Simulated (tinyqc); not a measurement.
Solubility, supersaturation, precipitation and gettering of an impurity in a silicon-like host: one step, computed by the program tinyqc.

The wafer was saturated at T1 and is then held at T.

Problem. Denuded zone. Near a surface held at C_eq(T) the excess decays by out-diffusion over sqrt(D t) and by capture over L_s = sqrt(D tau_f) = (4 pi n r_f)^(-1/2); the shorter length sets the depth from which the surface draws.

Inputs (values chosen for the exercise, modelled on gold in silicon): temperature of saturation T1 = 1425 K; anneal temperature T = 913 K; anneal time t = 220000 s; wafer thickness w = 775 micrometre.

Gettering: relaxation gettering at sinks.

D(T) = 1.865168e-10 cm^2/s

tau_f = 715240.2 s

Give: sqrt(D t); capture length L_s; L_s/w.

Solution.

sqrt(D t) = 64.06 micrometre

capture length L_s = 115.5 micrometre

L_s/w = 0.1490

In the time given a surface draws only from within about sqrt(D t), which is shorter than L_s; in a longer anneal the sinks would keep this depth to about L_s. Caution: the barrier to homogeneous nucleation is below 35 k_B T for these inputs, so new precipitates would form and outnumber the fixed sinks assumed here.
